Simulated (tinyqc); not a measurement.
Sweeping the field: donor near an oxide interface in a gate field (two-state model).

Interface at z = 0 (hard wall), donor at z = d, field F pulling electrons to the interface: potential e F z; 1 kV/cm = 1e-5 eV/angstrom, c = hbar^2/2m0, q = e^2/(4 pi eps0), Q = (eps - eo)/(eps + eo). Donor state: E_D = e F d - ED - q Q/(4 eps d), the last term joining the images of ion and electron. Interface state: z exp(-b z/2) exp(-rho^2/(2 L^2)) with E_z = c b^2/(4 mz) + 3 e F/b + q Q b/(8 eps), minimised over b; in the plane at z = 3/b the ion (distance D = d - 3/b) and its image (D' = d + 3/b) give E_rho = c/(mt L^2) - (q/eps)(sqrt(pi)/L)[erfcx(D/L) + Q erfcx(D'/L)], erfcx(x) = exp(x^2) erfc(x), minimised over L. E_I = E_z + E_rho.

The two states couple by t = t0 exp(-D/aD) with t0 = q/(eps aD) (2 aD/L) sqrt(aD b/2) v, v a valley factor; this form is an estimate. With detuning u = E_D - E_I the splitting is sqrt(u^2 + 4 t^2) and the lower state has weight (1 - u/sqrt(u^2 + 4 t^2))/2 on the donor.

Constants: hbar^2/2m0 = 3.80998211 eV angstrom^2; e^2/(4 pi eps0) = 14.39964547 eV angstrom.

Inputs chosen for the exercise (near those of a donor in Si below HfO2, static dielectric constants; the results hold for these values, not for the real material):
- d = 80 angstrom (depth of the donor)
- ED = 54.6 meV (bulk binding energy)
- mz = 0.905 m0 (mass across the interface)
- mt = 0.191 m0 (mass in the plane)
- eps = 11.4 (dielectric constant of the semiconductor)
- eo = 22 (dielectric constant of the oxide)
- aD = 17.8 angstrom (donor radius)
- v = 0.42 (valley factor)
- Fl = (79.841, 91.207, 95.753, 98.027, 100.3, 104.846, 116.213) kV/cm (fields)

Both levels, the splitting, the donor weight and the mean depth w d + (1 - w) 3/b.

Results:

| F (kV/cm) | E_D (meV) | E_I (meV) | splitting (meV) | donor weight | mean depth (angstrom) |
|---|---|---|---|---|---|
| 79.841 | 10.526 | 20.130 | 9.70 | 0.995 | 79.7 |
| 91.207 | 19.618 | 23.264 | 3.87 | 0.971 | 78.4 |
| 95.753 | 23.255 | 24.476 | 1.76 | 0.847 | 71.6 |
| 98.027 | 25.074 | 25.074 | 1.25 | 0.500 | 52.5 |
| 100.300 | 26.893 | 25.667 | 1.74 | 0.149 | 33.0 |
| 104.846 | 30.530 | 26.839 | 3.89 | 0.025 | 25.8 |
| 116.213 | 39.623 | 29.692 | 10.0 | 0.003 | 23.9 |

What can be read from this table?

E_D rises by 0.80 and E_I by 0.26 meV per kV/cm, so they cross once, near 98.0 kV/cm, where the splitting is 2t = 1.25 meV. The donor weight passes from 0.85 to 0.15 while the detuning goes from -2t to 2t, a window of 4.7 kV/cm or 4.8 % of the field; across the table the charge moves by 56 angstrom.

tinyqc: `OMP_NUM_THREADS=1 python tinyqc.py 1252208 1252209 out.jsonl`; about 0.07 s, one thread, shared Intel(R) Xeon(R) Processor @ 2.30GHz.
